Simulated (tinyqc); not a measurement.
Shallow acceptor in the spherical model (Baldereschi-Lipari), strong spin-orbit limit: one step, computed by the program tinyqc. Command: `OMP_NUM_THREADS=1 python tinyqc.py 3006395 3006396 out.jsonl acceptor walk`. One thread of a shared host (Intel(R) Xeon(R) Processor @ 2.30GHz), about 0.01 s of CPU time with the checks.

The 1S(3/2) state has an s envelope f(r) and a d envelope g(r). In effective units they obey -(f'' + 2f'/r + 2f/r) + mu (g'' + 5g'/r + 3g/r^2) = E f and -(g'' + 2g'/r - 6g/r^2 + 2g/r) + mu (f'' - f'/r) = E g. The cubic term, the split-off band and the central cell are left out.

Task: Matrices in a small basis. zeta_i = zeta_1 beta^(i-1), i = 1..n, in both channels. Basis: f_i = exp(-zeta_i r), g_i = r exp(-zeta_i r), weight r^2 dr, s = zeta_i + zeta_j. S_ff = 2/s^3, H_ff = zeta_i zeta_j S_ff - 2/s^2; S_gg = 24/s^5, H_gg = 8/s^3 + 24 zeta_i zeta_j/s^5 - 12/s^4; H(f_i, g_j) = mu (6 zeta_i^2/s^4 + 2 zeta_i/s^3); S_fg = 0. Each function is normalised by sqrt(S_ii).

Inputs (values chosen for the exercise, modelled on GaAs): functions per channel n = 2; smallest exponent zeta_1 = 0.79 1/a*; ratio beta of exponents = 2.7.

mu = 0.7436782

Give: H; S.

Result:

H (Ry*):
```
         f1        f2      g1        g2
f1  -0.9559   -0.8674  0.6699    0.9180
f2  -0.8674  0.283689   1.617     4.884
g1   0.6699     1.617  0.6662     1.698
g2   0.9180     4.884   1.698  8.482941
```

S:
```
       f1     f2     g1     g2
f1  1.000  0.701  0.000  0.000
f2  0.701  1.000  0.000  0.000
g1  0.000  0.000  1.000  0.553
g2  0.000  0.000  0.553  1.000
```
